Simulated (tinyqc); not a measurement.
Cahn-Hilliard equation on a periodic one-dimensional grid: one step, computed by the program tinyqc. Command: `OMP_NUM_THREADS=1 python tinyqc.py 3020251 3020252 out.jsonl cahn walk`. One thread of a shared host (Intel(R) Xeon(R) Processor @ 2.30GHz), about 0.4 s of CPU time with the checks.

Free energy F = h sum_j [A (c_j^2 - 1)^2/4 + (kappa/2) ((c_(j+1) - c_j)/h)^2]; dc/dt = Lap(mu), mu = A (c^3 - c) - kappa Lap(c), Lap(y)_j = (y_(j+1) - 2 y_j + y_(j-1))/h^2, mobility 1; the grid has n = 16 points.

Question. Linear stability. f'' = A (3 c0^2 - 1). Mode m has lambda_m = (4/h^2) sin^2(pi m/n) and the rate w_m = -lambda_m (f'' + kappa lambda_m). In the continuum the fastest wavelength is 2 pi sqrt(2 kappa/|f''|) with the rate f''^2/(4 kappa). Explicit steps near c = +-1, where f'' = 2A, are stable for dt < 2/(16 kappa/h^4 + 8 A/h^2).

Inputs (values chosen for the exercise, in reduced units):

| quantity | value | unit |
|---|---|---|
| spacing h | 0.91 | - |
| well depth A | 1.2 | - |
| gradient coefficient kappa | 1.4 | - |
| mean composition c0 | 0.074 | - |

Give: f''; Modes of the grid; fastest wavelength; largest rate; explicit limit of dt.

Answer.

f'' = -1.180

Modes of the grid:

| m | lambda_m | w_m |
|---|---|---|
| 1 | 0.184 | 0.17 |
| 2 | 0.707 | 0.13 |
| 3 | 1.491 | -1.35 |
| 4 | 2.415 | -5.32 |
| 5 | 3.339 | -11.67 |
| 6 | 4.123 | -18.93 |
| 7 | 4.646 | -24.74 |
| 8 | 4.830 | -26.96 |

fastest wavelength = 9.678

largest rate = 0.2488

explicit limit of dt = 0.04519
